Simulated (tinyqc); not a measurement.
# Implanted layer, carriers, mobility and sheet resistance, step by step

Numbers from tinyqc (`OMP_NUM_THREADS=1 python tinyqc.py 2110096 2110097 out.jsonl`; about 0.01 s on one thread of a shared Intel Xeon 2.30GHz). Printed values are rounded.

An n-type layer from the surface x = 0 to the junction xj, N(x) = N0 exp(-(x - Rp)^2/(2 sg^2)). Local neutrality (no depletion at surface or junction, no spilling of carriers), intrinsic carriers neglected, full ionisation of active dopants.

Parameters, values chosen for the exercise; values close to those of silicon in GaN over a p-type background:
```
symbol,value,unit,meaning
T,400,K,temperature
Nb,8.8e16,cm^-3,background doping of the opposite type
N0,5.4e19,cm^-3,peak chemical concentration
m1,54.9,cm^2/(V s),mobility limit at high doping
m2,996,cm^2/(V s),"mobility limit at low doping, at 300 K"
Nr,1.94e17,cm^-3,reference doping of the mobility law
am,0.672,,exponent of the mobility law
bt,2,,temperature exponent of m2
Ns,9.71e19,cm^-3,solubility limit of active dopant
sg,45,nm,straggle after annealing
Rp,42,nm,projected range
```

Constants: q = 1.602176634e-19 C. Results are converted to the units shown.

## Junction depth and local values

xj = Rp + sg sqrt(2 ln(N0/Nb)); 15 equal steps from 0 to xj. Active dopant A = min(N, Ns); n = A - Nb; mobility mu = m1 + (m2 (T/300 K)^(-bt) - m1)/(1 + ((A + Nb)/Nr)^am).

xj = 203.241 nm

```
point	x (nm)	N (cm^-3)	A (cm^-3)	n (1e19 cm^-3)	mu (cm^2/(V s))
0	0.000	3.49329e19	3.49329e19	3.48449	69.8341
1	13.549	4.42176e19	4.42176e19	4.41296	67.7064
2	27.099	5.11191e19	5.11191e19	5.10311	66.5466
3	40.648	5.39756e19	5.39756e19	5.38876	66.1387
4	54.198	5.20523e19	5.20523e19	5.19643	66.4093
5	67.747	4.58467e19	4.58467e19	4.57587	67.4070
6	81.296	3.68811e19	3.68811e19	3.67931	69.3158
7	94.846	2.70974e19	2.70974e19	2.70094	72.5084
8	108.395	1.81835e19	1.81835e19	1.80955	77.6548
9	121.944	1.11443e19	1.11443e19	1.10563	85.9150
10	135.494	6.23818e18	6.23818e18	0.61502	99.2354
11	149.043	3.18925e18	3.18925e18	0.31013	120.669
12	162.593	1.48918e18	1.48918e18	0.14012	154.210
13	176.142	6.35085e17	6.35085e17	0.05471	202.625
14	189.691	2.47368e17	2.47368e17	0.01594	261.621
15	203.241	8.8e16	8.8e16	0.00000	315.839
```

The mobility runs from 66.1 to 316 cm^2/(V s).

## Sheet quantities by the trapezoid rule

Dose = integral of N, carrier sheet density = integral of n, 1/Rs = q integral of n mu, mean mobility 1/(q Rs sheet density), Hall mobility (unit Hall factor) = integral of n mu^2 over integral of n mu, Hall sheet density = (integral of n mu)^2/integral of n mu^2; all from 0 to xj.

dose = 5.0109e14 cm^-2
carrier sheet density = 4.9930e14 cm^-2
Rs = 177.74 ohm/square
mean mobility = 70.330 cm^2/(V s)
Hall mobility = 72.076 cm^2/(V s)
Hall sheet density = 4.8721e14 cm^-2

Carriers make up 99.6 % of the dose. A Hall measurement weights the mobile tail, so its sheet density is 2.4 % below the true one. With 4000 steps Rs = 177.4 ohm/square; the coarse value is 0.20 % above it.
